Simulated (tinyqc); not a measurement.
# One electron in a tunnel-coupled double dot: charge qubit, sensing and quantum capacitance: effects of single changes

Basis (left, right), H = [[ep/2, tc], [tc, -ep/2]], splitting Om = sqrt(ep^2 + 4 tc^2), ep = al times the gate voltage. In equilibrium the electron is on the right with the chance P_R = [1 + (ep/Om) tanh(Om/2 kB T)]/2.

Values chosen for this exercise:

| symbol | value | unit | meaning |
|---|---|---|---|
| tc | 3.6 | ueV | tunnel coupling |
| T | 0.24 | K | electron temperature |
| al | 0.3 | eV/V | lever arm of the gate on the detuning |
| f0 | 559 | MHz | resonator frequency |

Constants: q = 1.602176634e-19 C, kB = 1.380649e-23 J/K, h = 6.62607015e-34 J s, Vt = kB T/q. Results are converted to the units shown.

Each table varies one quantity; the others keep the values above.

## Peak signal against tunnel coupling

At ep = 0: q^2 al^2 dP_R/d(ep) splits into Cq = q^2 al^2 (2 tc^2/Om^3) tanh(Om/2 kB T) and Ct = q^2 al^2 (ep/Om)^2/(4 kB T cosh^2(Om/2 kB T)); Ct appears only if relaxation is faster than the drive. A resonator of frequency f0, capacitance Cp and quality factor Q shifts by df = -f0 Cq/(2 Cp) and its phase by -2 Q Cq/Cp. The slope dP_R/d(ep) there is tanh(tc/kB T)/(4 tc).

Peak signal against tunnel coupling:

| tc (ueV) | tc/kB T | Cq (aF) | slope (1/ueV) | 2 tc/h (GHz) |
|---|---|---|---|---|
| 2.7 | 0.13055 | 173.32 | 0.012020 | 1.3057 |
| 5.1 | 0.24660 | 170.86 | 0.011849 | 2.4663 |
| 9.4 | 0.45451 | 163.22 | 0.011319 | 4.5458 |
| 18 | 0.87034 | 140.50 | 0.0097437 | 8.7048 |
| 33 | 1.5956 | 100.61 | 0.0069773 | 15.959 |
| 62 | 2.9978 | 57.855 | 0.0040122 | 29.983 |
| 120 | 5.8023 | 30.040 | 0.0020833 | 58.032 |
| 220 | 10.637 | 16.386 | 0.0011364 | 106.39 |
| 410 | 19.824 | 8.7924 | 6.0976e-4 | 198.28 |

Read the table: what changes, and by how much?

The peak Cq falls from 173 to 8.79 aF: it levels off at q^2 al^2/(4 kB T) = 174 aF for weak coupling and goes as tc^(-1.00) between the last two rows. Below tc of about kB T the slope measures temperature rather than coupling. For tc = 2.7 2 tc/h is less than three times the drive frequency f0, so the electron cannot follow adiabatically.

## Line shape against detuning

q^2 al^2 dP_R/d(ep) splits into Cq = q^2 al^2 (2 tc^2/Om^3) tanh(Om/2 kB T) and Ct = q^2 al^2 (ep/Om)^2/(4 kB T cosh^2(Om/2 kB T)); Ct appears only if relaxation is faster than the drive. A Ct of 0 means below 1e-6 aF.

Result of one run:

| ep (ueV) | Om (ueV) | P_R | Cq (aF) | Ct (aF) |
|---|---|---|---|---|
| 0 | 7.200 | 0.5000 | 172.6 | 0 |

What becomes of these results when the detuning ep is changed from 0 to 130.3 ueV, all else the same?

Result of the changed run:

| ep (ueV) | Om (ueV) | P_R | Cq (aF) | Ct (aF) |
|---|---|---|---|---|
| 130.3 | 130.5 | 0.9974 | 0.1676 | 1.259 |

The whole series:

| ep (ueV) | Om (ueV) | P_R | Cq (aF) | Ct (aF) |
|---|---|---|---|---|
| 0 | 7.200 | 0.5000 | 172.6 | 0 |
| 14.5 | 16.19 | 0.6668 | 32.82 | 120.4 |
| 29 | 29.88 | 0.8001 | 8.663 | 101.4 |
| 43.4 | 43.99 | 0.8882 | 3.455 | 64.56 |
| 57.9 | 58.35 | 0.9404 | 1.670 | 36.41 |
| 72.4 | 72.76 | 0.9689 | 0.9145 | 19.31 |
| 86.9 | 87.20 | 0.9838 | 0.5473 | 9.922 |
| 101.3 | 101.6 | 0.9914 | 0.3516 | 5.038 |
| 115.8 | 116.0 | 0.9954 | 0.2376 | 2.524 |
| 130.3 | 130.5 | 0.9974 | 0.1676 | 1.259 |
| 144.8 | 145.0 | 0.9985 | 0.1224 | 0.6267 |

Cq falls from 173 to 0.122 aF, and Ct goes from 0 through a maximum of 120 (at ep = 14.5 ueV among the rows listed) to 0.627 aF. Among the rows listed Ct reaches at most 69.8 % of the peak of Cq, with tc/kB T = 0.17: heat populates the upper level, lowers Cq and adds side lobes.

Numbers from tinyqc (`OMP_NUM_THREADS=1 python tinyqc.py 2470020 2470021 out.jsonl`; about 0.01 s on one thread of a shared Intel Xeon 2.30GHz).
